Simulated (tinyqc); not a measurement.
Charge stability of a double quantum dot, constant-interaction model with a charge sensor: one step of the calculation.

Capacitance matrix C = [[C1, -Cm], [-Cm, C2]], C1 = G1 + X1 + Cm + L1, C2 = G2 + X2 + Cm + L2. Gate charges n1 = (G1 V1 + X1 V2)/q, n2 = (X2 V1 + G2 V2)/q. The state (N1, N2) has U = (1/2) d^T E d with d = (N1 - n1, N2 - n2) and E = q^2 C^(-1). Leads at 0 V; no tunnel coupling, spin or level spacing. The sensor reads s1 <N1> + s2 <N2>.

Problem. Energies and occupation of the charge states. U for N1, N2 = 0, 1, 2; p is proportional to exp(-U/kB T), normalised over these nine states.

Parameters, values chosen for the exercise:
- s1 = 0.61 (sensor weight of dot 1)
- s2 = 0.35 (sensor weight of dot 2)
- T = 16 K (temperature)

Constants: q = 1.602176634e-19 C, kB = 1.380649e-23 J/K, Vt = kB T/q. Results are converted to the units shown.

E (meV):
```
	1	2
1	26.443323	6.561618
2	6.561618	20.559738
```

gate charges: n1 0.7685794, n2 1.1076457

Find: U; p; mean charges; sensor signal.

Solution.

```
state	U (meV)	p
(0,0)	26.01	0.0000
(0,1)	8.47	0.0035
(0,2)	11.50	0.0004
(1,0)	11.64	0.0003
(1,1)	0.66	0.9949
(1,2)	10.25	0.0010
(2,0)	23.71	0.0000
(2,1)	19.30	0.0000
(2,2)	35.45	0.0000
```

mean charges: <N1> 0.996, <N2> 1.001
sensor signal = 0.9580

The ground state is (1,1), 7.81 meV (5.66 kB T) below (0,1).

Computed by the program tinyqc: `OMP_NUM_THREADS=1 python tinyqc.py 2470131 2470132 out.jsonl`, one thread of a shared Intel Xeon 2.30GHz, about 0.01 s for the whole run.
